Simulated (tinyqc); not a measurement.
# Long-channel MOSFET, surface-potential model, step by step

Computed by the program tinyqc: `OMP_NUM_THREADS=1 python tinyqc.py 2360038 2360039 out.jsonl`, one thread of a shared Intel Xeon 2.30GHz, about 0.05 s for the whole run. Printed values are rounded.

n-channel transistor on a uniformly doped p-type body, gradual-channel approximation, constant mobility, Boltzmann statistics, full ionisation. Potentials are counted from the neutral body; V is the electron quasi-Fermi potential, Vsb at the source and Vsb + Vds at the drain. Charges are magnitudes per area.

Values chosen for this exercise; material values close to those of silicon: temperature T = 250 K; band gap Eg = 1.13 eV; relative permittivity of the semiconductor eps_r = 11.9; conduction-band density of states at T Nc = 2.11e19 cm^-3; valence-band density of states at T Nv = 2.05e19 cm^-3; acceptor density of the body Na = 5.4e16 cm^-3; relative permittivity of the gate insulator eox = 8.59; insulator thickness tox = 21 nm; flat-band voltage Vfb = -0.8 V; channel mobility mu = 280 cm^2/(V s); gate width W = 20 um; gate length L = 5 um; source-body reverse bias Vsb = 0.3 V; gate-source voltage Vgs = 0.55 V; drain-source voltage Vds = 0.5 V.

Constants: q = 1.602176634e-19 C, kB = 1.380649e-23 J/K, Vt = kB T/q, eps0 = 8.8541878128e-14 F/cm where lengths are in cm. Results are converted to the units shown.

## Body potential, insulator capacitance and body factor

ni = sqrt(Nc Nv) exp(-Eg/(2 Vt)), Eg in volts; phiF = Vt ln(Na/ni); Cox = eps0 eox/tox; gamma = sqrt(2 q eps0 eps_r Na)/Cox. VT = Vfb + 2 phiF + gamma sqrt(2 phiF + Vsb), m = 1 + gamma/(2 sqrt(2 phiF + Vsb)).

ni = 8.47460e7 cm^-3
phiF = 0.436739 V
Cox = 0.362178 uF/cm^2
gamma = 0.372814 V^0.5
VT = 0.477337 V
m = 1.17208

## Iteration 1: surface potential at the source by Newton steps

psi at the start (2 phiF + Vsb) = 1.17348 V

With V = Vsb: G = psi - Vt + Vt e, e = exp((psi - 2 phiF - Vsb)/Vt); f = Vgs + Vsb - Vfb - psi - gamma sqrt(G); f' = -1 - gamma (1 + e)/(2 sqrt(G)); psi(new) = psi - f/f'.

G = 1.17348 V
f = 0.0726603 V
f' = -1.34417
psi after iteration 1 = 1.22754 V

## Iteration 2: surface potential at the source by Newton steps

As before.

G = 1.47088 V
f = -0.0296849 V
f' = -3.04355
psi after iteration 2 = 1.21778 V

## Course of the iteration: surface potential at the source by Newton steps

Stop when psi changes by less than 1e-10 V, or after 40 iterations.

Course of the iteration:

| iteration | psi (V) | \|change\| (V) |
|---|---|---|
| 1 | 1.22754 | 0.0541 |
| 2 | 1.21778 | 9.75e-3 |
| 3 | 1.21641 | 1.37e-3 |
| 4 | 1.21639 | 2.11e-5 |
| 5 | 1.21639 | 4.81e-9 |
| 6 | 1.21639 | < 1e-14 |

Converged in 6 iterations. At the end the number of correct digits about doubles with each step.

## Charges and current of the charge-sheet model

psi_0 = 1.21639 V
psi_L = 1.23869 V

psi_0 and psi_L solve Vgs + Vsb - Vfb - psi = gamma sqrt(G) at V = Vsb and Vsb + Vds. Qi = Cox gamma [sqrt(G) - sqrt(psi - Vt)], G = psi - Vt + Vt exp((psi - 2 phiF - V)/Vt), at both ends. With U = Vgs + Vsb - Vfb: drift = mu (W/L) Cox [U (psi_L - psi_0) - (psi_L^2 - psi_0^2)/2 - (2/3) gamma ((psi_L - Vt)^1.5 - (psi_0 - Vt)^1.5)]; diffusion = mu (W/L) Vt (Qi0 - QiL).

Qi0 = 9.44955 nC/cm^2
QiL = 2.26552e-9 nC/cm^2
drift current = 0.118005 uA
diffusion current = 0.228004 uA
drain current = 0.346009 uA

Drift carries 34.1 % of the current. The drain end is pinched off: its charge is under 1 % of that at the source.

## Inversion charge along the channel

| point | V (V) |
|---|---|
| 0 | 0.3 |
| 1 | 0.35 |
| 2 | 0.4 |
| 3 | 0.45 |
| 4 | 0.5 |
| 5 | 0.55 |
| 6 | 0.6 |
| 7 | 0.65 |
| 8 | 0.7 |
| 9 | 0.75 |
| 10 | 0.8 |

The surface potential psi at channel potential V solves Vgs + Vsb - Vfb - psi = gamma sqrt(G), G = psi - Vt + Vt exp((psi - 2 phiF - V)/Vt). Charge sheet: Qi = Cox gamma [sqrt(G) - sqrt(psi - Vt)]. Pao-Sah: Qi = (Cox gamma/2) integral from 3 Vt to psi of exp((u - 2 phiF - V)/Vt)/sqrt(G(u, V)) du.

| point | psi (V) | Qi, charge sheet (nC/cm^2) | Qi, Pao-Sah (nC/cm^2) |
|---|---|---|---|
| 0 | 1.21639 | 9.44955 | 9.53580 |
| 1 | 1.23371 | 2.10942 | 2.12862 |
| 2 | 1.23809 | 0.254924 | 0.257243 |
| 3 | 1.23863 | 0.0256808 | 0.0259144 |
| 4 | 1.23869 | 0.00252801 | 0.00255100 |
| 5 | 1.23869 | 2.48276e-4 | 2.50534e-4 |
| 6 | 1.23869 | 2.43775e-5 | 2.45992e-5 |
| 7 | 1.23869 | 2.39351e-6 | 2.41528e-6 |
| 8 | 1.23869 | 2.35006e-7 | 2.37144e-7 |
| 9 | 1.23869 | 2.30740e-8 | 2.32839e-8 |
| 10 | 1.23869 | 2.26552e-9 | 2.28613e-9 |

At the source the charge-sheet charge is 0.90 % below the Pao-Sah one.

## Pao-Sah current by Simpson's rule

I = mu (W/L) integral of Qi dV; Simpson's rule on the 11 points, step Vds/10, weights 1, 4, 2, ..., 4, 1 times step/3.

Pao-Sah current = 0.348592 uA

Gauss-Legendre quadrature on many points gives 0.3517 uA, so this value is 0.89 % below it; the charge-sheet current, 0.3460 uA, is 1.6 % below it.
